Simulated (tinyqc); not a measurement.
Phonon-assisted absorption at an indirect gap: one step. The four branches at one energy. Three cases, with inputs chosen for the exercise.

Problem. Evaluate the occupations and each term.

alpha(E) = sum_j A_j [N_j (E - Eg + w_j)^2 + (N_j + 1)(E - Eg - w_j)^2], each bracket counted only where its base is positive; N_j = 1/(exp(w_j/kB T) - 1). The first term absorbs a phonon and the second emits one; excitons and direct transitions are left out.

Constants: kB = 8.617333262e-05 eV/K.

Give: N_j; terms with phonon absorption; terms with phonon emission; alpha; wavelength hc/E (hc = 1239.841984 eV nm).

Case 1.

Values chosen (loosely those of SiGe at room temperature; Eg is not tied to T; not measured data): Eg = 0.957 eV (indirect gap, held fixed unless listed); w = (51.8, 15.3) meV (two zone-edge phonons); A = (3200, 860) 1/(cm eV^2) (their strengths); T = 500 K; E = 1.063 eV (photon energy).

Solution.

N_j: [0.4296, 2.346]

terms with phonon absorption (1/cm): [34.23, 29.68]

terms with phonon emission (1/cm): [13.44, 23.67]

alpha = 101.0 1/cm
wavelength hc/E (hc = 1239.841984 eV nm) = 1166.4 nm

Phonon absorption supplies 63.3 % of alpha; the depth 1/alpha is 99 micrometre.

Case 2.

Values chosen (loosely those of SiGe at room temperature; Eg is not tied to T; not measured data): Eg = 0.948 eV (indirect gap, held fixed unless listed); w = (51, 14.3) meV (two zone-edge phonons); A = (2900, 190) 1/(cm eV^2) (their strengths); T = 77 K; E = 1.323 eV (photon energy).

Solution.

N_j: [0.0004594, 0.1311]

terms with phonon absorption (1/cm): [0.2418, 3.774]

terms with phonon emission (1/cm): [304.6, 27.96]

alpha = 336.5 1/cm
wavelength hc/E (hc = 1239.841984 eV nm) = 937.1 nm

Phonon absorption supplies 1.2 % of alpha; the depth 1/alpha is 29.7 micrometre.

Case 3.

Values chosen (loosely those of GaP at room temperature; Eg is not tied to T; not measured data): Eg = 2.248 eV (indirect gap, held fixed unless listed); w = (44.5, 12.6) meV (two zone-edge phonons); A = (6100, 300) 1/(cm eV^2) (their strengths); T = 77 K; E = 2.608 eV (photon energy).

Solution.

N_j: [0.001224, 0.1761]

terms with phonon absorption (1/cm): [1.222, 7.334]

terms with phonon emission (1/cm): [607.9, 42.58]

alpha = 659.1 1/cm
wavelength hc/E (hc = 1239.841984 eV nm) = 475.4 nm

Phonon absorption supplies 1.3 % of alpha; the depth 1/alpha is 15.2 micrometre.

Computed by tinyqc, one run a case: `OMP_NUM_THREADS=1 python tinyqc.py N N+1 out.jsonl` with N = 1652647, 1652705, 1680066; one thread of a shared Intel(R) Xeon(R) Processor @ 2.30GHz, about 0.01 s a run at most.
